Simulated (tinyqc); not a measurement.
Inside a calculation (part 2 of 2). Method: UHF in the sto-6g basis, for H4, spin multiplicity 1. Computed by tinyqc, a small Python program that keeps every step (integrals from PySCF). Command: `OMP_NUM_THREADS=1 python tinyqc.py 25127 25128 out.jsonl` (the two numbers bound the seeds that draw the settings). One thread of a shared host (Intel(R) Xeon(R) Processor @ 2.60GHz), about 0.1 s of CPU time with the checks.

Geometry (angstrom):
```
atom         x         y         z
H     0.000000  0.000000  0.000000
H     0.000000  0.000000  0.906000
H     0.000000  0.000000  2.810000
H     0.000000  0.000000  3.716000
```

## Iteration 42 (converged): orbitals

converged F(alpha) (hartree), order 1H 1s, 2H 1s, 3H 1s, 4H 1s:
$$\begin{pmatrix}
-0.289137 & -0.520878 & -0.038918 & -0.002863 \\
-0.520878 & -0.296749 & -0.105999 & -0.038918 \\
-0.038918 & -0.105999 & -0.296765 & -0.520878 \\
-0.002863 & -0.038918 & -0.520878 & -0.289121
\end{pmatrix}$$

converged F(beta) (hartree), order 1H 1s, 2H 1s, 3H 1s, 4H 1s:
$$\begin{pmatrix}
-0.289121 & -0.520878 & -0.038918 & -0.002863 \\
-0.520878 & -0.296765 & -0.105999 & -0.038918 \\
-0.038918 & -0.105999 & -0.296749 & -0.520878 \\
-0.002863 & -0.038918 & -0.520878 & -0.289137
\end{pmatrix}$$

X, order 1H 1s, 2H 1s, 3H 1s, 4H 1s:
$$\begin{pmatrix}
-0.738673 & 0.757875 & 0.440098 & 0.365245 \\
0.839286 & -0.675924 & 0.387340 & 0.409528 \\
-0.839286 & -0.675924 & -0.387340 & 0.409528 \\
0.738673 & 0.757875 & -0.440098 & 0.365245
\end{pmatrix}$$

Diagonalise F' = X^T F X, C = X C', fill 2 alpha and 2 beta electrons from the bottom; D(s) = C_occ C_occ^T. Each column has its largest component positive (the first on a tie).

F' = X^T F X (alpha) (hartree):
$$\begin{pmatrix}
0.614045 & 0.000000 & -0.018150 & 0.000009 \\
0.000000 & 0.443615 & -0.000010 & -0.009766 \\
-0.018150 & -0.000010 & -0.496765 & 0.000000 \\
0.000009 & -0.009766 & 0.000000 & -0.547934
\end{pmatrix}$$

orbital energies (alpha) (hartree): MO1 -0.548030, MO2 -0.497061, MO3 0.443711, MO4 0.614342

coefficients C (alpha), order 1H 1s, 2H 1s, 3H 1s, 4H 1s:
$$\begin{pmatrix}
0.372697 & 0.427982 & 0.754237 & -0.745759 \\
0.402846 & 0.400988 & -0.679929 & 0.832851 \\
0.402858 & -0.401003 & -0.679920 & -0.832845 \\
0.372684 & -0.427967 & 0.754246 & 0.745766
\end{pmatrix}$$

F' = X^T F X (beta) (hartree):
$$\begin{pmatrix}
0.614045 & 0.000000 & -0.018150 & -0.000009 \\
0.000000 & 0.443615 & 0.000010 & -0.009766 \\
-0.018150 & 0.000010 & -0.496765 & 0.000000 \\
-0.000009 & -0.009766 & 0.000000 & -0.547934
\end{pmatrix}$$

orbital energies (beta) (hartree): MO1 -0.548030, MO2 -0.497061, MO3 0.443711, MO4 0.614342

coefficients C (beta), order 1H 1s, 2H 1s, 3H 1s, 4H 1s:
$$\begin{pmatrix}
0.372684 & -0.427967 & 0.754246 & 0.745766 \\
0.402858 & -0.401003 & -0.679920 & -0.832845 \\
0.402846 & 0.400988 & -0.679929 & 0.832851 \\
0.372697 & 0.427982 & 0.754237 & -0.745759
\end{pmatrix}$$

D(alpha) after iteration 42, order 1H 1s, 2H 1s, 3H 1s, 4H 1s:
$$\begin{pmatrix}
0.322072 & 0.321755 & -0.021478 & -0.044264 \\
0.321755 & 0.323076 & 0.001492 & -0.021476 \\
-0.021478 & 0.001492 & 0.323098 & 0.321755 \\
-0.044264 & -0.021476 & 0.321755 & 0.322049
\end{pmatrix}$$

D(beta) after iteration 42, order 1H 1s, 2H 1s, 3H 1s, 4H 1s:
$$\begin{pmatrix}
0.322049 & 0.321755 & -0.021476 & -0.044264 \\
0.321755 & 0.323098 & 0.001492 & -0.021478 \\
-0.021476 & 0.001492 & 0.323076 & 0.321755 \\
-0.044264 & -0.021478 & 0.321755 & 0.322072
\end{pmatrix}$$

## Convergence

Stop when the energy changes by less than 1e-10 hartree and every element of the error matrix X^T (F D S - S D F) X (for each spin) is below 3e-06.

Course of the cycle:
```
iteration  E (hartree)     change  largest element of the error matrix
1          -2.15194356          -                             8.57e-02
2          -2.18812176  -3.62e-02                             2.97e-02
3          -2.19112435  -3.00e-03                             1.60e-02
4          -2.19240539  -1.28e-03                             1.13e-02
5          -2.19319348  -7.88e-04                             8.77e-03
6          -2.19369438  -5.01e-04                             6.96e-03
7          -2.19401434  -3.20e-04                             5.56e-03
8          -2.19421916  -2.05e-04                             4.45e-03
9          -2.19435046  -1.31e-04                             3.56e-03
10         -2.19443469  -8.42e-05                             2.85e-03
11         -2.19448876  -5.41e-05                             2.29e-03
12         -2.19452348  -3.47e-05                             1.83e-03
13         -2.19454578  -2.23e-05                             1.47e-03
14         -2.19456011  -1.43e-05                             1.18e-03
...                ...        ...                                  ...
29         -2.19458582  -1.88e-08                             4.26e-05
30         -2.19458583  -1.21e-08                             3.42e-05
31         -2.19458584  -7.77e-09                             2.74e-05
32         -2.19458584  -4.99e-09                             2.20e-05
33         -2.19458585  -3.21e-09                             1.76e-05
34         -2.19458585  -2.06e-09                             1.41e-05
35         -2.19458585  -1.32e-09                             1.13e-05
36         -2.19458585  -8.51e-10                             9.07e-06
37         -2.19458585  -5.47e-10                             7.27e-06
38         -2.19458585  -3.51e-10                             5.83e-06
39         -2.19458585  -2.26e-10                             4.67e-06
40         -2.19458585  -1.45e-10                             3.74e-06
41         -2.19458585  -9.32e-11                             3.00e-06
42         -2.19458585  -5.99e-11                             2.41e-06
```

PySCF UHF in the same basis, after a stability check = -2.19458585 hartree

Converged in 42 iterations.

## Populations, bond orders and dipole

overlap S, order 1H 1s, 2H 1s, 3H 1s, 4H 1s:
$$\begin{pmatrix}
1.000000 & 0.553532 & 0.030456 & 0.005690 \\
0.553532 & 1.000000 & 0.139642 & 0.030456 \\
0.030456 & 0.139642 & 1.000000 & 0.553532 \\
0.005690 & 0.030456 & 0.553532 & 1.000000
\end{pmatrix}$$

Mulliken: Z minus the diagonal of D S on the atom; Loewdin: the same with S^(1/2) D S^(1/2); Mayer order: 2 sum_s sum (D(s) S)_ij (D(s) S)_ji over the two atoms.

Charges (e):
```
atom   Mulliken    Loewdin  Mulliken spin
1H     0.001487  -0.000095       0.000022
2H    -0.001487   0.000095      -0.000022
3H    -0.001487   0.000095       0.000022
4H     0.001487  -0.000095      -0.000022
```

Mayer bond orders:
```
pair      order
2-1    0.992384
3-1   -0.000315
3-2    0.007928
4-1    0.007928
4-2   -0.000315
4-3    0.992384
```

dipole moment about the origin, x y z (debye): [0.000000, 0.000000, 0.000000]

<S^2> of the determinant (pure state: 0) = 6.81e-10
